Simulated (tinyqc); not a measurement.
Crystal pulling from the melt: segregation, interface stability, heat balance and point-defect regime: one step, computed by the program tinyqc.

A dilute solute; steady pulling with a flat interface unless it is found unstable.

Task: Heat balance and the ratio V/G. k_S G_S = k_L G_L + L V; the largest rate for this G_S, with G_L = 0, is k_S G_S/L. Voronkov: the crystal grows vacancy-rich if V/G_S > xi_c and interstitial-rich if below; at fixed G_L the neutral rate solves V = xi_c G_S(V).

Inputs (values chosen for the exercise, modelled on germanium in silicon):
```
quantity                  value          unit
pull rate V                0.55        mm/min
gradient in the melt G_L    9.6          K/cm
solid conductivity k_S     22.1       W/(m K)
melt conductivity k_L      59.6       W/(m K)
latent heat per volume L   4060        J/cm^3
critical ratio xi_c        0.13  mm^2/(min K)
```

Give: gradient in the solid G_S; largest rate; V/G_S; neutral pull rate.

Result:

gradient in the solid G_S = 42.730 K/cm

largest rate = 1.3956 mm/min

V/G_S = 0.12872 mm^2/(min K)

neutral pull rate = 0.55911 mm/min

V/G_S is 0.99 xi_c: near the neutral point, where both annihilate. Latent heat makes up 39 % of the flux.
